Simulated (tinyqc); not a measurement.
Numerical transform against the formula: Lorentz oscillators and the Kramers-Kronig relations.

eps(E) = 1 + sum_j S_j/(E0_j^2 - E^2 - i G_j E).

Kramers-Kronig: eps1(E) = 1 + (2/pi) P integral_0^infinity E1 eps2(E1)/(E1^2 - E^2) dE1. Maclaurin rule on the grid E_j = j h, j = 1 .. M: eps1(E_i) = 1 + (4 h/pi) sum over j with j - i odd of E_j eps2(E_j)/(E_j^2 - E_i^2); nothing is added above E_M.

Inputs chosen for the exercise (line positions loosely like those of Si; Lorentz tails absorb below the gap, where the real solid is clear; the results hold for these values, not for the real material):

| symbol | value | unit | meaning |
|---|---|---|---|
| E0 | (3.48, 4.4, 5.07) | eV | resonances |
| G | (0.25, 0.37, 0.92) | eV | widths |
| S | (32.4, 89.4, 69.3) | eV^2 | strengths |
| h | 0.4 | eV | grid step |
| M | 30 |  | grid points E_j = j h |

Every third grid point is listed; the error is the transform minus the formula.

Dielectric function:

| E (eV) | eps2 | eps1 formula | eps1 transform | error |
|---|---|---|---|---|
| 0.80 | 0.206 | 11.361 | 14.786 | 3.425 |
| 2.00 | 0.794 | 13.957 | 10.007 | -3.949 |
| 3.20 | 8.338 | 29.608 | 33.112 | 3.504 |
| 4.40 | 60.529 | 4.394 | 7.218 | 2.825 |
| 5.60 | 7.472 | -14.605 | -19.978 | -5.373 |
| 6.80 | 1.297 | -6.332 | -4.532 | 1.801 |
| 9.20 | 0.251 | -1.964 | -1.224 | 0.741 |
| 10.40 | 0.149 | -1.171 | -1.925 | -0.754 |
| 11.60 | 0.097 | -0.670 | -0.274 | 0.396 |

Give the missing row, E (eV) = 8.00.

Computed row:
```
E (eV)   eps2  eps1 formula  eps1 transform   error
8.00    0.492        -3.363          -4.816  -1.454
```

The largest error listed is -5.373 at 5.60 eV. The rule samples every 2h = 0.8 eV and the narrowest line is 0.25 eV wide, so it is not resolved. The grid ends at 12 eV, where eps2 is still 0.085; the error at the last point listed, nearest the missing tail, is +0.396.

tinyqc: `OMP_NUM_THREADS=1 python tinyqc.py 1650021 1650022 out.jsonl`; about 0.2 s, one thread, shared Intel(R) Xeon(R) Processor @ 2.30GHz.
